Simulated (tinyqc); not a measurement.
Inside a calculation. Model: oxidation of curved silicon (wires and holes): cylindrical Deal-Grove kinetics with stress-retarded reaction. Computed by tinyqc, a small Python program that keeps every step. Command: `OMP_NUM_THREADS=1 python tinyqc.py 3019931 3019932 out.jsonl wireox walk`. One thread of a shared host (Intel(R) Xeon(R) Processor @ 2.30GHz), about 0.01 s of CPU time with the checks. Intermediate numbers are printed to about 6 digits and carried at full precision; extremes and crossings named in words are read from the listed rows.

Silicon fills r < a and oxide a < r < b. One volume of silicon gives 2.25 volumes of oxide, and the length is fixed.

Inputs (values chosen for the exercise, close to those used for silicon in dry oxygen):

| quantity | value | unit |
|---|---|---|
| prefactor B0 | 812 | um^2/h |
| activation energy E_B | 1.23 | eV |
| prefactor (B/A)0 | 4.36e+06 | um/h |
| activation energy E_A | 1.98 | eV |
| starting silicon radius a0 | 20 | nm |
| starting oxide x_i | 3 | nm |
| viscosity prefactor eta0 | 2.9e-09 | Pa s |
| viscosity energy E_eta | 5.56 | eV |
| critical shear stress s_c | 89 | MPa |
| activation volume V_k | 9.4 | angstrom^3 |
| temperature T | 950 | C |
| time t | 0.25 | h |

Shape: wire (convex).

Constants: k_B = 8.617333262e-05 eV/K.

## Planar constants and viscosity

B = B0 exp(-E_B/(k_B T)), B/A = (B/A)0 exp(-E_A/(k_B T)), eta = eta0 exp(E_eta/(k_B T)); 1 um = 1000 nm. Temperatures in kelvin are T(C) + 273.15.

B = 6943.10 nm^2/h

B/A = 30.2858 nm/h

low-stress viscosity eta = 2.35189e+14 Pa s

k_B T = 0.105403 eV

## Rate at the start

Geometry: b^2 = b0^2 + 1.25 (a0^2 - a^2), b0 = a0 + x_i. Rate of oxide made per interface area: q = 1/[1/k + 2 a |ln(b/a)|/B], and |da/dt| = q/2.25. Reaction k = (B/A) exp(-sigma V_k/(k_B T)). New oxide pushes the old with radial speed u = 1.25 |da/dt| at r = a; the shear stress at radius r is s_c asinh(z a^2/r^2), z = 2 eta u/(a s_c) (Eyring flow), and the compressive normal stress at the interface is sigma = |int_a^b 2 s/r dr| = s_c |F(z) - F(z a^2/b^2)|, F(y) = int_0^y asinh(w)/w dw. q and sigma are solved together. 1 MPa angstrom^3 = 6.241509e-6 eV.

oxide radius b0 = 23 nm

rate q without stress = 29.5648 nm/h

normal stress sigma = 187.728 MPa

factor on the reaction = 0.900780

rate q with stress = 26.6944 nm/h

## State after time t

Integrate da/dt adaptively (tolerance 1e-8); a wire counts as consumed at a = 0.5 nm and a hole as closed at b = 0.5 nm. Planar reference: x^2 + A x = B t + x_i^2 + A x_i, A = B/(B/A).

silicon radius a = 17.3260 nm

oxide thickness = 8.24281 nm

normal stress at time t = 501.772 MPa

planar thickness = 10.1604 nm

ratio to the planar thickness = 0.811268

Stress now cuts the reaction constant to 76 % of its planar value. Caution: planar dry oxides this thin grow faster than Deal-Grove predicts. Caution: the oxide is taken as a purely viscous fluid in steady flow; elasticity, stress-dependent diffusion and thin-oxide enhancement are left out.

## Geometry alone against geometry with stress

A dash marks a stress-free run that has consumed the wire or closed the hole.

Oxide thickness (nm):

| t (h) | planar | curved, no stress | curved, with stress | a (nm) | sigma (MPa) |
|---|---|---|---|---|---|
| 0.0075 | 3.2211 | 3.2050 | 3.1846 | 19.9113 | 198.983 |
| 0.0250 | 3.7355 | 3.6783 | 3.6071 | 19.7070 | 224.646 |
| 0.0500 | 4.4665 | 4.3426 | 4.1917 | 19.4207 | 259.967 |
| 0.1000 | 5.9152 | 5.6323 | 5.3010 | 18.8665 | 326.499 |
| 0.1750 | 8.0562 | 7.4795 | 6.8361 | 18.0756 | 417.985 |
| 0.2500 | 10.1604 | 9.2349 | 8.2428 | 17.3260 | 501.772 |
| 0.3750 | 13.5907 | 11.9867 | 10.3577 | 16.1534 | 628.957 |
| 0.5000 | 16.9316 | 14.5543 | 12.2421 | 15.0610 | 745.015 |

At 0.5 h the thickness is 0.860 of the planar value from geometry alone and 0.723 with stress. On a wire the new oxide spreads over a larger circumference, which thins it, while the oxidant converges on a smaller interface. Stress takes 16 % off the stress-free value. Caution: elasticity of the oxide, stress-dependent diffusion and thin-oxide enhancement are left out.

Checks made by the program: large-radius limit against the planar law (relative difference 2e-08).
